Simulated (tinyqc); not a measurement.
What moves the results: special k points of the simple cubic lattice. A value that a table varies takes the place of the one given here.

Lattice vectors in units of a: a1 = (1, 0, 0), a2 = (0, 1, 0), a3 = (0, 0, 1); reciprocal vectors b_i with a_i . b_j = 2 pi delta_ij. Mesh: k = sum_i f_i b_i with f_i = (2 j_i + shift)/(2 N), j_i = 0 .. N-1. The point group of the lattice has 48 operations; only those that map the mesh onto itself are used.

A_m(k) = sum over the m-th star of lattice vectors R of cos(k . R), stars in order of length: m = 1: |R|^2 = 1, 6 vectors, such as (1, 0, 0) in the basis a_i; m = 2: |R|^2 = 2, 12 vectors, such as (1, 1, 0) in the basis a_i; m = 3: |R|^2 = 3, 8 vectors, such as (1, 1, 1) in the basis a_i; m = 4: |R|^2 = 4, 6 vectors, such as (2, 0, 0) in the basis a_i; m = 5: |R|^2 = 5, 24 vectors, such as (2, 1, 0) in the basis a_i; m = 6: |R|^2 = 6, 24 vectors, such as (2, 1, 1) in the basis a_i. The zone mean of every A_m is zero.

Test function, the lower band of a two-band insulator: E(k) = -sqrt(D^2 + (e0 - t A_1(k))^2).

Parameters, chosen for this exercise: D = 1.85 eV (half gap term); t = 0.68 eV (coupling); e0 = 2.35 eV (offset); N = 6 (points along each reciprocal vector); shift = 0 (half steps).

## Mesh size and shift

Errors of the mean of E against the unshifted mesh with N = 24. The fifth column is |R|^2 of the shortest star with a non-zero mean.

Meshes:
```
mesh       points  irreducible  operations  |R|^2 missed  error (meV)
1 Gamma         1            1          48          1.00      691.558
1 shifted       1            1          48          1.00    -3466.422
2 Gamma         8            4          48          4.00     -270.007
2 shifted       8            1          48          4.00      233.603
3 Gamma        27            4          48          9.00      -27.005
3 shifted      27            4          48          9.00       32.929
4 Gamma        64           10          48         16.00       -0.585
4 shifted      64            4          48         16.00       -0.224
5 Gamma       125           10          48         25.00        0.320
5 shifted     125           10          48         25.00       -0.214
6 Gamma       216           20          48         36.00       -0.017
6 shifted     216           10          48         36.00        0.010
```

reference mean = -3.22442 eV

The shifted mesh has the smaller error for 4 of 6 values of N and the larger for 2. The cheapest mesh within 1 meV is 4 shifted, with 4 irreducible points. A mesh misses the lattice vectors N (n1 a1 + n2 a2 + ...); the half shift gives each the sign (-1)^(n1 + n2 + ...), so the 6 shortest ones add up to -6 in place of 6: their term only changes sign. The shift keeps the full symmetry; it leaves fewer irreducible points for N = 2, 4 and 6.

## Gap and mesh density

D takes the values listed; errors against the unshifted mesh with N = 30, for unshifted meshes.

Errors (meV):
```
D (eV)  reference (eV)     N = 2   N = 4   N = 6  N = 8
0.2            -2.4784  -315.414  -8.949  -2.065  1.459
0.4            -2.5201  -306.856  -5.919  -0.933  0.602
0.8            -2.6556  -293.104  -2.815  -0.333  0.118
1.5            -3.0088  -277.341  -0.995  -0.057  0.008
2.5            -3.6730  -255.350  -0.124   0.003  0.000
4.0            -4.8629  -219.577   0.226   0.002  0.000
```

The first listed N from which the error stays below 0.5 meV is none for D = 0.2, none for D = 0.4, 6 for D = 0.8, 6 for D = 1.5, 4 for D = 2.5, 4 for D = 4 eV. A larger D makes the function smoother, so its Fourier coefficients fall faster with |R|; single entries change sign along a column, so a small error on one coarse mesh can be a cancellation.

## One point for the whole zone

The mean-value (Baldereschi) point is taken at k = (2 pi/a) (0.25, 0.25, 0.25), that is f = (0.25, 0.25, 0.25); the reference is the mesh with N = 24.

Single points:
```
point                    A_1     A_2     A_3     A_4   E (eV)
Gamma                  6.000  12.000   8.000   6.000  -2.5329
mean-value point       0.000   0.000   0.000  -6.000  -2.9908
zone-face centre b1/2  2.000  -4.000  -8.000   6.000  -2.0982
```

reference mean = -3.2244 eV

The mean-value point makes A_1, A_2 and A_3 vanish. Its error is +234 meV, against +692 meV at Gamma and +1126 meV at b1/2. E is not linear in A_1; its powers hold sums of nearest vectors and a non-zero mean, so this point is not exact.

## What moves the zone average

Mean of E over the mesh, and its error against the unshifted mesh with N = 24. Each row changes one parameter from the base and keeps the others.

Results:
```
case          mean (eV)  error (meV)  irreducible points
base            -3.2244        -0.02                  20
N = 7           -3.2244         0.00                  20
shift = 1       -3.2244         0.01                  10
D = 1.295 eV    -2.8934        -0.10                  20
t = 0.884 eV    -3.4101        -0.09                  20
```

The largest shifts from the base row, up to three for each result and ties (the steps differ in size, so this ranks the rows, not the parameters). mean (eV): D +0.3311, t -0.1856; unchanged at the printed digits by N and shift. error (meV): D -0.08, t -0.07, shift +0.03. irreducible points: shift -10; unchanged at the printed digits by N, D and t.

tinyqc: `OMP_NUM_THREADS=1 python tinyqc.py 1681643 1681644 out.jsonl`; about 0.2 s, one thread, shared Intel(R) Xeon(R) Processor @ 2.30GHz.
